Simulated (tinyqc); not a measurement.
Free and nearly free electrons in a metal: one step. The sphere against the zone faces. Two cases, with inputs chosen for the exercise.

Task: Take G = (hkl) 2 pi/a for (111), (200) and (220), with the number of equivalent faces. The Bragg plane of G lies at |G|/2 with |G| = (2 pi/a) sqrt(h^2 + k^2 + l^2). Where kF exceeds it, the sphere cuts the plane in a circle of radius sqrt(kF^2 - G^2/4).

Give: Distance and circle for each G.

Case 1.

Values chosen (out of a larger set: near those of Al; not measured data): a = 4.035 angstrom (fcc lattice constant).

kF = 1.755324 1/angstrom

Result:

Distance and circle for each G:
```
G,faces,|G|/2 (1/angstrom),kF/(|G|/2),circle radius
(111),8,1.3485,1.3016,1.1236
(200),6,1.5572,1.1273,0.8102
(220),12,2.2022,0.7971,-
```

Case 2.

Values chosen (out of a larger set: near those of Al; not measured data): a = 4.067 angstrom (fcc lattice constant).

kF = 1.741512 1/angstrom

Result:

Distance and circle for each G:
```
G,faces,|G|/2 (1/angstrom),kF/(|G|/2),circle radius
(111),8,1.3379,1.3016,1.1148
(200),6,1.5449,1.1273,0.8038
(220),12,2.1848,0.7971,-
```

The sphere crosses the (111) and (200) faces, so electrons spill into higher zones.

Computed by tinyqc, one run a case: `OMP_NUM_THREADS=1 python tinyqc.py N N+1 out.jsonl` with N = 1682534, 1682683; one thread of a shared Intel(R) Xeon(R) Processor @ 2.30GHz, about 0.01 s a run at most.
